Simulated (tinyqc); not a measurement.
Strain-driven roughening and islands of a mismatched epitaxial film: one step, computed by the program tinyqc. Command: `OMP_NUM_THREADS=1 python tinyqc.py 3015121 3015122 out.jsonl island walk`. One thread of a shared host (Intel(R) Xeon(R) Processor @ 2.30GHz), about 0.01 s of CPU time with the checks.

Film and substrate share isotropic elastic constants; the film is coherent and biaxially strained.

Task: Island nucleation. Shallow faceted island (Tersoff form): E = 4 Gam V^(2/3) tan^(1/3)(theta) - 6 c V tan(theta), Gam = gamma [x/sin(theta) - 1/tan(theta)], x the facet energy over gamma, c = stress^2 (1 - nu)/(2 pi G). The barrier is the maximum of E, at V_c = [4 Gam/(9 c)]^3 / tan^2(theta) (1 GPa nm = 1 J/m^2).

Inputs (values chosen for the exercise, for a model film):
```
quantity,value,unit
shear modulus G,30.8,GPa
Poisson ratio nu,0.31,-
surface energy gamma,0.555,J/m^2
contact angle of the shallow shape theta_1,10,degrees
contact angle of the steep shape theta_2,32.6,degrees
facet energy of shape 1 over gamma,1.004,-
facet energy of shape 2 over gamma,1.015,-
```

stress = 4.619554 GPa

Constants: e = 1.602176634e-19 C.

Give: c; Gam of shape 1; critical volume, shape 1; barrier, shape 1; Gam of shape 2; critical volume, shape 2; barrier, shape 2.

Result:

c = 0.07609 GPa

Gam of shape 1 = 0.06134 J/m^2

critical volume, shape 1 = 1.479 nm^3

barrier, shape 1 = 0.3717 eV

Gam of shape 2 = 0.1777 J/m^2

critical volume, shape 2 = 2.736 nm^3

barrier, shape 2 = 2.493 eV

The shallow shape has the lower barrier. Each barrier is a third of the surface term at V_c and scales as Gam^3/c^2, that is as f^(-4). Caution: a critical island of a few cubic nanometres holds a few hundred atoms at most, and edge energies, left out here, matter.
